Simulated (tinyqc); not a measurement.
Lattice vibrations of a chain, step by step. One step of it, computed by the program tinyqc.

Question. Frequencies. omega^2 are the eigenvalues; wavenumber = 521.4708 sqrt(eigenvalue) 1/cm.

D(q) (eV/(angstrom^2 u)):
```
,1,2
1,0.618376,-0.197347+0.139124i
2,-0.197347-0.139124i,0.922177
```

Give: eigenvalues; wavenumbers; weights |e|^2 of the mass-weighted modes.

Answer.

eigenvalues: 0.485  1.056

wavenumbers (1/cm): 363.2  535.8

weights |e|^2 of the mass-weighted modes:
```
,mode 1,mode 2
atom 1,0.766,0.234
atom 2,0.234,0.766
```
